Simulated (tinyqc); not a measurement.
From results back to parameters: quantum-confined Stark effect in a modulator well. Five cases, with inputs chosen for the exercise.

Problem. The shift of E_e + E_h was computed from a hidden field.

Envelopes on cells of 0.5 angstrom over the well |z| < L/2 and 45 angstrom of barrier on each side, psi = 0 beyond, psi'/m continuous (mean mass between points), c = hbar^2/2m0. The electron sees + e F z and the hole - e F z, each with its offset in the barriers; 1 kV/cm = 1e-5 eV/angstrom. Light holes, band mixing and escape by tunnelling are left out.

Constants: hbar^2/2m0 = 3.80998211 eV angstrom^2.

Case 1.

Values chosen (near those of an InGaAs well in InAlAs; shifted at random, so the results belong to these values and not to a real crystal): L = 116 angstrom (well width); Vc = 0.532 eV (conduction offset); Vv = 0.186 eV (heavy-hole offset); me = 0.0411 m0 (electron, well); meb = 0.0757 m0 (electron, barrier); mh = 0.386 m0 (heavy hole along z, well); mhb = 0.409 m0 (heavy hole, barrier).

shift = -17.755 meV

Case 2.

Values chosen (near those of a Ge well in SiGe, direct gap; shifted at random, so the results belong to these values and not to a real crystal): L = 98 angstrom (well width); Vc = 0.357 eV (conduction offset); Vv = 0.11 eV (heavy-hole offset); me = 0.0417 m0 (electron, well); meb = 0.0559 m0 (electron, barrier); mh = 0.218 m0 (heavy hole along z, well); mhb = 0.223 m0 (heavy hole, barrier).

shift = -7.363 meV

Case 3.

Values chosen (near those of a Ge well in SiGe, direct gap; shifted at random, so the results belong to these values and not to a real crystal): L = 100 angstrom (well width); Vc = 0.387 eV (conduction offset); Vv = 0.117 eV (heavy-hole offset); me = 0.0408 m0 (electron, well); meb = 0.0545 m0 (electron, barrier); mh = 0.2 m0 (heavy hole along z, well); mhb = 0.239 m0 (heavy hole, barrier).

shift = -9.928 meV

Case 4.

Values chosen (near those of a GaAs well in AlGaAs; shifted at random, so the results belong to these values and not to a real crystal): L = 100 angstrom (well width); Vc = 0.262 eV (conduction offset); Vv = 0.144 eV (heavy-hole offset); me = 0.0661 m0 (electron, well); meb = 0.089 m0 (electron, barrier); mh = 0.347 m0 (heavy hole along z, well); mhb = 0.384 m0 (heavy hole, barrier).

shift = -10.420 meV

Case 5.

Values chosen (near those of an InGaAs well in InAlAs; shifted at random, so the results belong to these values and not to a real crystal): L = 72 angstrom (well width); Vc = 0.512 eV (conduction offset); Vv = 0.19 eV (heavy-hole offset); me = 0.0417 m0 (electron, well); meb = 0.0715 m0 (electron, barrier); mh = 0.381 m0 (heavy hole along z, well); mhb = 0.45 m0 (heavy hole, barrier).

shift = -10.672 meV

Find: F; local exponent d ln(shift)/d ln F.

Solution. The shift grows steadily in size with F, so bisection finds one value; its slope is -e times the separation of the carriers.

Case 1.

F = 77.0 kV/cm
local exponent d ln(shift)/d ln F = 1.68

Case 2.

F = 62.0 kV/cm
local exponent d ln(shift)/d ln F = 1.90

Case 3.

F = 72.0 kV/cm
local exponent d ln(shift)/d ln F = 1.87

Case 4.

F = 66.0 kV/cm
local exponent d ln(shift)/d ln F = 1.83

Case 5.

F = 118.0 kV/cm
local exponent d ln(shift)/d ln F = 1.86

Computed by tinyqc, one run a case: `OMP_NUM_THREADS=1 python tinyqc.py N N+1 out.jsonl` with N = 1250022, 1250045, 1250062, 1250066, 1250091; one thread of a shared Intel(R) Xeon(R) Processor @ 2.30GHz, about 0.3 s a run at most.
